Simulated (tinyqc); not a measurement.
Worked calculation: ROHF in the sto-6g basis, for H2+, spin multiplicity 2. Computed by tinyqc, a small Python program that keeps every step (integrals from PySCF). Settings: charge = 1, multiplicity = 2, basis = sto-6g, energy threshold = 1e-08, iteration cap = 68, orthogonalisation = symmetric, start = Wolfsberg-Helmholz matrix, DIIS depth = 6, DIIS from iteration = 3, method = ROHF. Command: `OMP_NUM_THREADS=1 python tinyqc.py 24695 24696 out.jsonl` (the two numbers bound the seeds that draw the settings). One thread of a shared host (Intel(R) Xeon(R) Processor @ 2.60GHz), about 0.01 s of CPU time with the checks. Later iterations appear only in the table of the cycle.

## One-electron integrals

Geometry (angstrom):
```
atom         x         y         z
H     0.000000  0.000000  0.000000
H     0.000000  0.000000  1.335000
```

Basis sto-6g: exponents (1/bohr^2) and contraction coefficients of normalised primitives:
```
element  l (shell)   exponent  coefficient
H            s (1)  35.523221     0.009164
H            s (1)   6.513144     0.049361
H            s (1)   1.822143     0.168538
H            s (1)   0.625955     0.370563
H            s (1)   0.243077     0.416492
H            s (1)   0.100112     0.130334
```

Overlap, kinetic and nuclear-attraction integrals over the contracted functions; the nuclear repulsion is the sum of Za Zb / Rab.

nuclear repulsion = 0.39638742 hartree

overlap S:
```
          1H 1s     2H 1s
1H 1s  1.000000  0.323647
2H 1s  0.323647  1.000000
```

kinetic energy T (hartree):
```
          1H 1s     2H 1s
1H 1s  0.768522  0.029128
2H 1s  0.029128  0.768522
```

nuclear attraction V (hartree):
```
           1H 1s      2H 1s
1H 1s  -1.632808  -0.448315
2H 1s  -0.448315  -1.632808
```

core Hamiltonian H = T + V (hartree):
```
           1H 1s      2H 1s
1H 1s  -0.864286  -0.419186
2H 1s  -0.419186  -0.864286
```

## Two-electron integrals

Functions are numbered as in S; the eight-fold symmetry (ij|kl) = (ji|kl) = (kl|ij) leaves the list below.

Two-electron integrals (ij|kl) in chemists' order, unique and non-zero (hartree):
```
(11|11) 0.774999   (21|11) 0.182066   (21|21) 0.061749   (22|11) 0.382898
(22|21) 0.182066   (22|22) 0.774999
```

## Orthogonalisation

S = U s U^T; symmetric (Loewdin) form X = U s^(-1/2) U^T, so that X^T S X = 1.

eigenvalues of S: 0.676353  1.323647

X:
```
           1H 1s      2H 1s
1H 1s   1.042566  -0.173377
2H 1s  -0.173377   1.042566
```

## Starting guess

The start is the generalised Wolfsberg-Helmholz matrix (K = 1.75) built on H; D(s) = C_occ C_occ^T for each spin.

D(alpha) at the start:
```
          1H 1s     2H 1s
1H 1s  0.377744  0.377744
2H 1s  0.377744  0.377744
```

D(beta) at the start:
```
          1H 1s     2H 1s
1H 1s  0.000000  0.000000
2H 1s  0.000000  0.000000
```

## Iteration 1: building the Fock matrix

J_ij = sum D_kl (ij|kl) with D = D(alpha) + D(beta), K_ij = sum D_kl (ik|jl) for each spin; F = H + J - K(s); E = tr D H + tr D J / 2 - 0.5 sum_s tr D(s) K(s) + E_nn.

Coulomb J (hartree):
```
          1H 1s     2H 1s
1H 1s  0.574938  0.184199
2H 1s  0.184199  0.574938
```

exchange K(alpha) (hartree):
```
          1H 1s     2H 1s
1H 1s  0.453625  0.305512
2H 1s  0.305512  0.453625
```

exchange K(beta) (hartree):
```
          1H 1s     2H 1s
1H 1s  0.000000  0.000000
2H 1s  0.000000  0.000000
```

F(alpha) (hartree):
```
           1H 1s      2H 1s
1H 1s  -0.742974  -0.540499
2H 1s  -0.540499  -0.742974
```

F(beta) (hartree):
```
           1H 1s      2H 1s
1H 1s  -0.289349  -0.234987
2H 1s  -0.234987  -0.289349
```

total energy of this density = -0.57326124 hartree

## Iteration 1: Roothaan effective Fock matrix

With projectors Pc = D(beta) S, Po = (D(alpha) - D(beta)) S, Pv = 1 - D(alpha) S, the block xy is Px^T F Py; with Fc = (F(alpha) + F(beta))/2, the blocks are Fc for cc, oo, vv and cv, F(beta) for co and F(alpha) for ov.

effective F (hartree):
```
           1H 1s      2H 1s
1H 1s  -0.516161  -0.387743
2H 1s  -0.387743  -0.516161
```

## Iteration 1: diagonalisation and new density

Diagonalise F' = X^T F X, C = X C', fill 1 alpha and 0 beta electrons from the bottom; D(s) = C_occ C_occ^T. Each column has its largest component positive (the first on a tie).

F' = X^T F X (hartree):
```
           1          2
1  -0.436379  -0.246510
2  -0.246510  -0.436379
```

orbital energies (hartree): MO1 -0.682889, MO2 -0.189869

coefficients C:
```
            MO1        MO2
1H 1s  0.614609   0.859802
2H 1s  0.614609  -0.859802
```

D(alpha) after iteration 1:
```
          1H 1s     2H 1s
1H 1s  0.377744  0.377744
2H 1s  0.377744  0.377744
```

D(beta) after iteration 1:
```
          1H 1s     2H 1s
1H 1s  0.000000  0.000000
2H 1s  0.000000  0.000000
```

## Iteration 2: building the Fock matrix

As before.

Coulomb J (hartree):
```
          1H 1s     2H 1s
1H 1s  0.574938  0.184199
2H 1s  0.184199  0.574938
```

exchange K(alpha) (hartree):
```
          1H 1s     2H 1s
1H 1s  0.453625  0.305512
2H 1s  0.305512  0.453625
```

exchange K(beta) (hartree):
```
          1H 1s     2H 1s
1H 1s  0.000000  0.000000
2H 1s  0.000000  0.000000
```

F(alpha) (hartree):
```
           1H 1s      2H 1s
1H 1s  -0.742974  -0.540499
2H 1s  -0.540499  -0.742974
```

F(beta) (hartree):
```
           1H 1s      2H 1s
1H 1s  -0.289349  -0.234987
2H 1s  -0.234987  -0.289349
```

total energy of this density = -0.57326124 hartree

## Iteration 2: Roothaan effective Fock matrix

As before.

effective F (hartree):
```
           1H 1s      2H 1s
1H 1s  -0.516161  -0.387743
2H 1s  -0.387743  -0.516161
```

## Iteration 2 (converged): orbitals

As before.

F' = X^T F X (hartree):
```
           1          2
1  -0.436379  -0.246510
2  -0.246510  -0.436379
```

orbital energies (hartree): MO1 -0.682889, MO2 -0.189869

coefficients C:
```
            MO1        MO2
1H 1s  0.614609   0.859802
2H 1s  0.614609  -0.859802
```

D(alpha) after iteration 2:
```
          1H 1s     2H 1s
1H 1s  0.377744  0.377744
2H 1s  0.377744  0.377744
```

D(beta) after iteration 2:
```
          1H 1s     2H 1s
1H 1s  0.000000  0.000000
2H 1s  0.000000  0.000000
```

## Convergence

Stop when the energy changes by less than 1e-08 hartree and every element of the error matrix X^T (F D S - S D F) X is below 3e-05.

Course of the cycle:
```
iteration  E (hartree)    change  largest element of the error matrix
1          -0.57326124         -                             1.11e-16
2          -0.57326124  0.000000                             6.03e-17
```

PySCF ROHF in the same basis = -0.57326124 hartree

Converged in 2 iterations.

## Populations, bond orders and dipole

Mulliken: Z minus the diagonal of D S on the atom; Loewdin: the same with S^(1/2) D S^(1/2); Mayer order: 2 sum_s sum (D(s) S)_ij (D(s) S)_ji over the two atoms.

Charges (e):
```
atom  Mulliken   Loewdin  Mulliken spin
1H    0.500000  0.500000       0.500000
2H    0.500000  0.500000       0.500000
```

Mayer bond orders:
```
pair     order
2-1   0.500000
```

dipole moment about the origin, x y z (debye): 0.000000  0.000000  3.206139
